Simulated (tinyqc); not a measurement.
Thermal boundary conductance by the acoustic and diffuse mismatch models: one step, computed by the program tinyqc.

Each side has one longitudinal and two transverse Debye branches, omega = v q up to q_D = (6 pi^2 n)^(1/3), with n counting all atoms. Scattering at the interface is elastic. Electrons are left out of G, also for metals. Melting is ignored. G refers to the temperatures of the phonons sent towards the interface. Linear branches over all atoms overstate G at high T, most for crystals with several atoms a cell.

Problem. Diffuse mismatch: transmission at low frequency. A phonon forgets its side and branch: alpha(1 to 2) = S_2/(S_1 + S_2), S_i = 1/vL_i^2 + 2/vT_i^2.

Inputs (values chosen for the exercise, modelled on silicon (side 1) and aluminium nitride (side 2)):
```
quantity                    value  unit
longitudinal velocity vL_1   8740   m/s
transverse velocity vT_1     5190   m/s
longitudinal velocity vL_2  10900   m/s
transverse velocity vT_2     6330   m/s
```

Structure: film on a substrate.

Give: S_1; S_2; diffuse alpha, 1 to 2.

Solution.

S_1 = 8.7341e-08 s^2/m^2

S_2 = 5.8331e-08 s^2/m^2

diffuse alpha, 1 to 2 = 0.40043
